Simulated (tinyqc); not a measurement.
One-sided p+-n junction, ionisation integral and breakdown: breakdown voltage by secant steps.

A p+ layer at x < 0 and an n drift layer from x = 0. Depletion approximation, built-in voltage neglected. Local ionisation coefficients alpha_n = an exp(-(bn/E)^mx), alpha_p = ap exp(-(bp/E)^mx). Electrons move towards +x, holes towards x = 0.

W = sqrt(2 eps0 eps_r V/(q N)), peak field E0 = q N W/(eps0 eps_r), falling linearly to 0 at W. Grid: 10 equal steps from 0 to fr W.

G(x) = integral from 0 to x of (alpha_n - alpha_p); I_n = integral of alpha_n exp(-G) (electrons injected at x = 0), I_p = integral of alpha_p exp(G(end) - G) (holes injected at the far edge); M = 1/(1 - I). Secant steps on ln I_n(V) = 0 with the integrals on a fine grid (1500 steps), from the points V = 12.4 and 16.1 V; stop when the step is below 1e-7 of V.

Parameters, values chosen for the exercise; material values close to those of silicon: relative permittivity eps_r = 11.6; prefactor of the electron ionisation coefficient an = 6.62e5 1/cm; field constant for electrons bn = 1.3e6 V/cm; prefactor of the hole ionisation coefficient ap = 1.56e6 1/cm; field constant for holes bp = 2.08e6 V/cm; exponent mx = 1; donor density of the drift layer N = 7.7e16 cm^-3; reverse voltage V = 11.4 V; share of the depleted width that the grid covers fr = 0.6.

Constants: q = 1.602176634e-19 C, eps0 = 8.8541878128e-14 F/cm where lengths are in cm. Results are converted to the units shown.

Course of the iteration:

| step | V (V) | I_n | change of V (V) |
|---|---|---|---|
| 1 | 16.1 | 0.907182 | 0.808 |
| 2 | 16.9081 | 0.982670 | 0.177 |
| 3 | 17.0849 | 0.999381 | 6.49e-3 |
| 4 | 17.0914 | 0.999996 | 4.22e-5 |
| 5 | 17.0914 | 1.00000 | 9.67e-9 |

Did this iteration meet its convergence test, and what does its course show?

Yes. Breakdown at 17.091 V, with a peak field of 640.8 kV/cm and W = 0.5335 um. The integral for holes reaches 1 at the same voltage.

Range of the model: Breakdown comes at under 28 V, so the built-in voltage left out is a few per cent of it or more.

Computed by the program tinyqc: `OMP_NUM_THREADS=1 python tinyqc.py 2120071 2120072 out.jsonl`, one thread of a shared Intel Xeon 2.30GHz, about 0.03 s for the whole run.
